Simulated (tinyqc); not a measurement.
Gap difference from the gain at two temperatures.

Question. When back injection limits the gain, beta = b exp(-dE/(kB T)) with dE the gap reduction of the emitter less that of the base and b constant. Find dE and beta at 300 K.

Constants: q = 1.602176634e-19 C, kB = 1.380649e-23 J/K. Results are converted to the units shown.

T (K): 220  425
beta: 61.132549  1587.2469

Solution. ln beta is a straight line in 1/T with slope -dE/kB.

dE = 0.1280 eV
beta at 300 K = 370.0

Computed by the program tinyqc: `OMP_NUM_THREADS=1 python tinyqc.py 2320027 2320028 out.jsonl`, one thread of a shared Intel Xeon 2.30GHz, about 0.01 s for the whole run.
